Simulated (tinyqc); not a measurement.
Threshold spread from leakage statistics.

Problem. VT is Gaussian with standard deviation s and Ioff goes as exp(-VT/(n Vt)), so Ioff is log-normal: mean/median = exp(w^2/2) with w = s/(n Vt). Find w, s, the relative standard deviation sqrt(exp(w^2) - 1) and the share of devices that leak more than the mean, erfc(w/(2 sqrt(2)))/2.

Inputs (values chosen for the exercise):
```
symbol  value  unit              meaning
T         300     K          temperature
n        1.23        subthreshold factor
```

Constants: q = 1.602176634e-19 C, kB = 1.380649e-23 J/K, Vt = kB T/q. Results are converted to the units shown.

mean/median of the off current = 1.0419736

Answer. w = sqrt(2 ln(mean/median)); the mean lies w/2 standard deviations out in ln Ioff.

w = 0.2868
s = 9.118 mV
relative standard deviation = 0.2928
share above the mean = 44.30 %

tinyqc, about 0.01 s, one thread, Intel Xeon 2.30GHz (shared host): `OMP_NUM_THREADS=1 python tinyqc.py 2090164 2090165 out.jsonl`
